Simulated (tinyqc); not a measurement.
Deformation-potential model of the L valleys of a conduction band, step by step. Values are carried at full precision from step to step, so a last printed digit may differ when a step is redone from the rounded ones.

s11 = (C11 + C12)/((C11 - C12)(C11 + 2 C12)), s12 = -C12/((C11 - C12)(C11 + 2 C12)), s44 = 1/C44; exx = s11 sxx + s12 (syy + szz) and cyclic, exy = s44 sxy/2; tension is positive. A uniaxial stress X along the unit vector n is s_ij = X n_i n_j.

Constants: kB = 8.617333262e-05 eV/K; hbar^2/2m0 = 3.80998211 eV angstrom^2.

Parameters, chosen for this exercise (near those of Ge; the results hold for these values, not for the real material):

| symbol | value | unit | meaning |
|---|---|---|---|
| C11 | 131.1 | GPa |  |
| C12 | 49.4 | GPa |  |
| C44 | 67.7 | GPa |  |
| load | uniaxial [111] |  | kind of stress |
| X | 1.94 | GPa | stress |
| Xd | -7.1 | eV | dilation potential |
| Xu | 15.83 | eV | uniaxial potential |
| T | 300 | K | temperature |
| ml | 1.544 | m0 | longitudinal mass |
| mt | 0.081 | m0 | transverse mass |

## Strain from a uniaxial [111] stress

Form the compliances and the strain.

s11, s12, s44 (1/TPa): 9.6098  -2.6301  14.7710

strain tensor:
```
          x         y         z
x  0.002813  0.004776  0.004776
y  0.004776  0.002813  0.004776
z  0.004776  0.004776  0.002813
```

## Valley shifts

Valleys with axes along [111], [1-1-1], [-11-1] and [-1-11], one whole valley each. Herring-Vogt shift of a valley with unit axis a: dE = Xd tr(e) + Xu a.e.a. Non-degenerate shares n_i = exp(-dE_i/kT)/sum_j exp(-dE_j/kT). Inverse mass tensor of a valley: (1 - a a)/mt + a a/ml; the masses are taken as independent of strain.

Apply the Herring-Vogt formula to each valley.

Xd tr(e) = -59.91 meV

a.e.a: [111] 0.012365, [1-1-1] -0.000371, [-11-1] -0.000371, [-1-11] -0.000371

shifts dE (meV): [111] 135.82, [1-1-1] -65.79, [-11-1] -65.79, [-1-11] -65.79

The lowest valleys are [1-1-1], [-11-1] and [-1-11], 201.6 meV below the highest; the mean shift over all valleys is (Xd + Xu/3) tr(e) = -15.39 meV.

## Shares of the electrons

Boltzmann factors of the shifts.

kT = 25.852 meV

shares: [111] 0.0001, [1-1-1] 0.3333, [-11-1] 0.3333, [-1-11] 0.3333

effective number of valley axes, 1/(largest share) = 3.000

## Conductivity mass tensor

With one scattering time for all valleys the conductivity goes as M = sum_i n_i (inverse mass tensor of valley i); along the unit vector u, 1/m_c = u.M.u. Without stress 1/m_c = (1/ml + 2/mt)/3. Take u along [1-10].

M (1/m0):
```
       x      y      z
x  8.446  1.299  1.299
y  1.299  8.446  1.299
z  1.299  1.299  8.446
```

m_c along [1-10] = 0.1399 m0
m_c without stress = 0.1184 m0

The repopulation alone changes the mobility along [1-10] by -15.4 %; with all electrons in the valleys lightest or heaviest along this direction it would change by +46 or -46 %.

## Effective density of states

Each of the 4 whole valleys has m_d = (ml mt^2)^(1/3) and N = 2 (m_d kT/(4 pi c))^(3/2), c = hbar^2/2m0. Counted from the lowest edge, Nc = N x sum_i exp(-(dE_i - dE_min)/kT). 1 angstrom^-3 = 1e24 cm^-3.

m_d = 0.2164 m0
N of one valley = 2.526e+18 cm^-3
Nc under stress = 7.578e+18 cm^-3
Nc without stress = 1.010e+19 cm^-3

## Piezoresistance from repopulation

For small stress d(rho)/rho = pi X. For valleys on the <111> axes pi11 = pi12 = 0 and pi44 = -Xu s44/(3 kT) x (K - 1)/(2K + 1), K = ml/mt. For stress along [110]: pi_l = (pi11 + pi12 + pi44)/2 with the current along it and pi_t = (pi11 + pi12 - pi44)/2 with the current along [1-10]. 1/GPa = 100 x 1e-11/Pa.

K = 19.062

pi11, pi12, pi44 (1e-11/Pa): 0.0  0.0  -139.2

pi_l, pi_t for [110] (1e-11/Pa): -69.6  69.6

Only the transfer between valleys is counted; changes of mass and of intervalley scattering add to it in a real crystal.

## Checks

- Conductivity mass at zero stress against 3/(1/ml + 2/mt): both 0.1183944.
- Piezoresistance coefficients by finite differences against the closed form: largest difference 3.8e-09.

Computed by tinyqc, a small Python program: `OMP_NUM_THREADS=1 python tinyqc.py 1050792 1050793 out.jsonl` (the numbers bound the seed that draws the inputs); one thread of a shared host (Intel(R) Xeon(R) Processor @ 2.30GHz), about 0.02 s for the whole set of steps.
